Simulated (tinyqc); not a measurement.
Density of states of one tight-binding band on the simple cubic lattice, step by step. Values are carried at full precision from step to step, so a last printed digit may differ when a step is redone from the rounded ones.

E(k) = -2 t (c1 + c2 + c3) - 4 t2 (c1 c2 + c2 c3 + c3 c1) with ci = cos(2 pi ki); k in fractions of the reciprocal vectors, mesh k_i = j/N with j = 0 .. N-1. Densities are per cell and per spin, so the band holds one state.

Inputs chosen for the exercise:
```
symbol  value   unit  meaning
t       0.94    eV    nearest hopping
t2      0       eV    second hopping
N       5             mesh points along each axis
bins    6             bins of the histogram
E_lo    -5.713  eV    lower end of the histogram
E_hi    5.717   eV    upper end
E       0.54    eV    energy at which the density is wanted
sigma   0.094   eV    Gaussian width
```

## Energies on the mesh

Evaluate the band at all 125 points and collect equal values.

Distinct energies:
```
E_k (eV)  points
-5.6400        1
-4.3410        6
-3.0419       12
-2.2390        6
-1.7429        8
-0.9400       24
0.3590        24
1.1619        12
2.4610        24
4.5629         8
```

The 125 points give 10 distinct energies between -5.6400 and 4.5629 eV; a dense mesh gives a band from -5.640 to 5.640 eV.

## Histogram

Count the points in equal bins from E_lo to E_hi; g = count/(all points x bin width).

Histogram:
```
from (eV)  to (eV)  points  g (1/eV)
-5.7130    -3.8080       7    0.0294
-3.8080    -1.9030      18    0.0756
-1.9030     0.0020      32    0.1344
0.0020      1.9070      36    0.1512
1.9070      3.8120      24    0.1008
3.8120      5.7170       8    0.0336
```

Empty bins: 0 of 6; the fullest holds 36 points.

## Gaussian broadening at one energy

Gaussian broadening: g(E) = mean over the mesh of exp(-(E - E_k)^2/(2 sigma^2))/(sigma sqrt(2 pi)), n(E) = mean of erfc((E_k - E)/(sigma sqrt 2))/2.

Sum over the distinct energies with their counts.

n(E) = 0.6428
g(E) = 0.1278 1/eV

## One tetrahedron of the mesh

For corner energies e1 <= e2 <= e3 <= e4 and eij = ei - ej, the share of the tetrahedron below E is n = (E - e1)^3/(e21 e31 e41) for e1 < E < e2; n = [e21^2 + 3 e21 x + 3 x^2 - (e31 + e42) x^3/(e32 e42)]/(e31 e41) with x = E - e2 for e2 < E < e3; n = 1 - (e4 - E)^3/(e41 e42 e43) for e3 < E < e4; its density of states is g = dn/dE.

corner energies, sorted (eV): [-1.7429, 0.3590, 1.1619, 2.4610]

Find its share below E and its density of states at E.

n = 0.4619
g = 0.5814 1/eV

E lies between corners 2 and 3.

## Sum over all linear tetrahedra

Each cube of the mesh, corners numbered 0 to 7 as the binary number (i j l), is cut into six tetrahedra around the diagonal 0-7: 0137, 0157, 0237, 0267, 0457, 0467. For corner energies e1 <= e2 <= e3 <= e4 and eij = ei - ej, the share of the tetrahedron below E is n = (E - e1)^3/(e21 e31 e41) for e1 < E < e2; n = [e21^2 + 3 e21 x + 3 x^2 - (e31 + e42) x^3/(e32 e42)]/(e31 e41) with x = E - e2 for e2 < E < e3; n = 1 - (e4 - E)^3/(e41 e42 e43) for e3 < E < e4; its density of states is g = dn/dE.

Average n and g over all pieces of the mesh. The reference uses the same method with N = 36.

n(E) = 0.5957
g(E) = 0.1682 1/eV
reference n(E) = 0.582
reference g(E) = 0.152 1/eV

On this mesh the linear method errs by +0.016 1/eV in g and +0.013 in n; the Gaussian sum erred by -0.025 and +0.061.

## Checks

- States below the top of the band by the linear method against one: both 1.000000.

tinyqc: `OMP_NUM_THREADS=1 python tinyqc.py 1682330 1682331 out.jsonl`; about 0.2 s, one thread, shared Intel(R) Xeon(R) Processor @ 2.30GHz.
